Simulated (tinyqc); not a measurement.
What sets the wire resistivity: free and nearly free electrons in a metal.

The cubic cell holds 2 atoms: n = 2 z/a^3, kF = (3 pi^2 n)^(1/3), EF = c kF^2/m, vF = 2 c kF/(m hbar), c = hbar^2/2m0; rs = (3/(4 pi n))^(1/3)/a0; D(EF) = 3 n/(2 EF).

Square wire of width w with grain size w: rho/rho0 = 1/(1 - 3 al/2 + 3 al^2 - 3 al^3 ln(1 + 1/al)) + (3/4) (1 - p) l/w, with al = (l/w) Rg/(1 - Rg) (Mayadas-Shatzkes plus the thick-wire form of Fuchs-Sondheimer); l = hbar kF/(n e^2 rho), e = 1.602176634e-19 C.

Constants: hbar^2/2m0 = 3.80998211 eV angstrom^2; hbar = 6.58211957e-16 eV s; a0 (Bohr radius) = 0.5291772105 angstrom.

Values chosen for the exercise (near those of W, whose d bands this model ignores; shifted at random, so the results belong to these values and not to a real crystal): a = 3.146 angstrom (bcc lattice constant); z = 2 (free electrons an atom); m = 1 m0 (mass); rho = 5.91 micro-ohm cm (bulk resistivity); p = 0.5 (specularity of the surfaces); Rg = 0.34 (reflection at grain boundaries); w = 10 nm (wire width).

All results formed anew.

One parameter was then changed.

Results before and after:
```
case     EF (eV)  l (nm)  wire rho (micro-ohm cm)
base       9.284    8.45                   11.399
changed    7.737    8.45                   11.399
```

Which of these changes was made? (a) w = 7 nm; (b) a = 3.24 angstrom; (c) Rg = 0.238; (d) rho = 7.092 micro-ohm cm; (e) m = 1.2 m0; (f) p = 0.8.

Answer: (e) m = 1.2 m0. Of the candidates, run in turn, only this one gives the changed row.

All candidates:
```
case                      EF (eV)  l (nm)  wire rho (micro-ohm cm)
base                        9.284    8.45                   11.399
a = 3.24 angstrom           8.753    8.96                   11.726
m = 1.2 m0                  7.737    8.45                   11.399
rho = 7.092 micro-ohm cm    9.284    7.04                   12.598
p = 0.8                     9.284    8.45                   10.275
Rg = 0.238                  9.284    8.45                   10.004
w = 7 nm                    9.284    8.45                   13.703
```

The mass drops out of l at given rho, because vF falls and tau rises by the same factor.

tinyqc: `OMP_NUM_THREADS=1 python tinyqc.py 1652202 1652203 out.jsonl`; about 0.01 s, one thread, shared Intel(R) Xeon(R) Processor @ 2.30GHz.
